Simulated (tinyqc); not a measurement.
Barrier height from two thicknesses.

Problem. Through a thick flat barrier T = c exp(-2 kappa t) with a prefactor c that does not depend on t, and kappa = sqrt(m1 phi1/C), C = hbar^2/(2 m0). Find kappa, the decades lost for each nanometre, c and phi1.

Inputs (values chosen for the exercise): tunnelling mass of layer 1 m1 = 0.5 m0.

Constants: q = 1.602176634e-19 C, hbar = 1.054571817e-34 J s, m0 = 9.1093837015e-31 kg, hbar^2/(2 m0) = 0.0380998212 eV nm^2. Results are converted to the units shown.

T at t = 1.2 and 2 nm: 4.9463642e-7  1.8289213e-11

Solution. The ratio of the two values removes c: kappa = ln(T_a/T_b)/(2 (t_b - t_a)).

kappa = 6.38 1/nm
decades a nanometre = 5.54
c = 2.20
phi1 = 3.10 eV

Computed by the program tinyqc: `OMP_NUM_THREADS=1 python tinyqc.py 2540104 2540105 out.jsonl`, one thread of a shared Intel Xeon 2.30GHz, about 0.05 s for the whole run.
